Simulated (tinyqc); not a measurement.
UHF in the sto-3g basis, for H4, spin multiplicity 3, step by step. This run ends on a higher stationary point, not on the lowest solution. Computed by tinyqc, a small Python program that keeps every step (integrals from PySCF). Settings: charge = 0, multiplicity = 3, basis = sto-3g, energy threshold = 1e-10, iteration cap = 53, orthogonalisation = symmetric, start = random, DIIS depth = 0, damping = 0.2, method = UHF. Command: `OMP_NUM_THREADS=1 python tinyqc.py 29601 29602 out.jsonl` (the two numbers bound the seeds that draw the settings). One thread of a shared host (Intel(R) Xeon(R) Processor @ 2.60GHz), about 0.2 s of CPU time with the checks.

Geometry (angstrom):
```
atom         x         y         z
H     0.000000  0.000000  0.000000
H     0.000000  0.000000  1.633000
H     0.000000  0.000000  3.351000
H     0.000000  0.000000  4.985000
```

Stop when the energy changes by less than 1e-10 hartree and every element of the error matrix X^T (F D S - S D F) X (for each spin) is below 3e-06.

Course of the cycle:
```
iteration  E (hartree)     change  largest element of the error matrix
1          -1.29556385          -                             9.61e-02
2          -1.41207388  -1.17e-01                             1.88e-01
3          -1.67729379  -2.65e-01                             8.09e-02
4          -1.79326433  -1.16e-01                             4.63e-02
5          -1.82402609  -3.08e-02                             2.00e-02
6          -1.83101968  -6.99e-03                             8.13e-03
7          -1.83253418  -1.51e-03                             3.27e-03
8          -1.83285748  -3.23e-04                             1.32e-03
9          -1.83292686  -6.94e-05                             7.69e-04
10         -1.83294214  -1.53e-05                             4.74e-04
11         -1.83294569  -3.54e-06                             2.92e-04
12         -1.83294658  -8.91e-07                             1.81e-04
13         -1.83294683  -2.49e-07                             1.12e-04
14         -1.83294690  -7.76e-08                             6.97e-05
15         -1.83294693  -2.65e-08                             4.35e-05
16         -1.83294694  -9.63e-09                             2.72e-05
17         -1.83294694  -3.64e-09                             1.70e-05
18         -1.83294694  -1.40e-09                             1.07e-05
19         -1.83294694  -5.49e-10                             6.70e-06
20         -1.83294695  -2.16e-10                             4.21e-06
21         -1.83294695  -8.50e-11                             2.64e-06
```

Can the last value be used, and what does the course show?

No, though the log alone does not show it. Converged in 21 iterations. But the solution lies 0.03251 hartree above the reference: it is another stationary point, not the lowest one. Reruns (cap 100 unless said): DIIS 8: converged in 11 to a higher stationary point; damping 0.5: converged in 36 to a higher stationary point; level shift 0.5: converged in 34 to a higher stationary point; atomic densities as start, DIIS 8: converged in 14 to a higher stationary point. PySCF UHF in the same basis, after a stability check = -1.86545857 hartree.
